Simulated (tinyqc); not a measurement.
Raising U: Hubbard ring of 6 sites, mean field against exact. Computed by the program tinyqc. Collinear unrestricted mean field (the lowest of 40 random starts) against exact diagonalisation.

one-body matrix (hopping and site energies) (eV):
```
,1,2,3,4,5,6
1,0.0000,-1.1700,0.0000,0.0000,0.0000,-1.1700
2,-1.1700,0.0000,-1.1700,0.0000,0.0000,0.0000
3,0.0000,-1.1700,0.0000,-1.1700,0.0000,0.0000
4,0.0000,0.0000,-1.1700,0.0000,-1.1700,0.0000
5,0.0000,0.0000,0.0000,-1.1700,0.0000,-1.1700
6,-1.1700,0.0000,0.0000,0.0000,-1.1700,0.0000
```

electrons, up and down: 3  3

Exact and mean-field results (eV):
```
U,U/t,E exact,E mean field,mean |n_up - n_down|,"double occupancy, exact",first gap in the sector
0.580,0.496,-8.51899,-8.49000,0.000,0.233,2.143
1.170,1.000,-7.72336,-7.60500,0.000,0.216,1.938
2.340,2.000,-6.32906,-5.85000,0.000,0.181,1.536
3.510,3.000,-5.18702,-4.27200,0.554,0.145,1.180
4.680,4.000,-4.29239,-3.31850,0.758,0.111,0.901
9.360,8.000,-2.39631,-1.72845,0.938,0.039,0.408
14.040,12.000,-1.63783,-1.16199,0.972,0.019,0.265
23.400,20.000,-0.99743,-0.70025,0.990,0.007,0.159
```

Estimate the missing row, U = 7.02.

Computed row:
```
U        U/t   E exact  E mean field  mean |n_up - n_down|  double occupancy, exact  first gap in the sector
7.020  6.000  -3.09877      -2.27870                 0.891                    0.064                    0.568
```

In absolute terms mean field is worst at U/t = 4.0, 0.974 eV too high: at small U it is nearly exact, and at large U it misses only exchange-scale energies. Its local moments set in at U/t = 3.0 of those listed, a broken symmetry that the exact state of a finite cluster with equal spins does not have. Relative to the exact energy its error is 0.3 % at the smallest U, 30 % at most and 30 % at the largest. The double occupancy falls from 0.233 to 0.007; at the largest U the first gap is 0.68 times the exchange scale 4t^2/U.
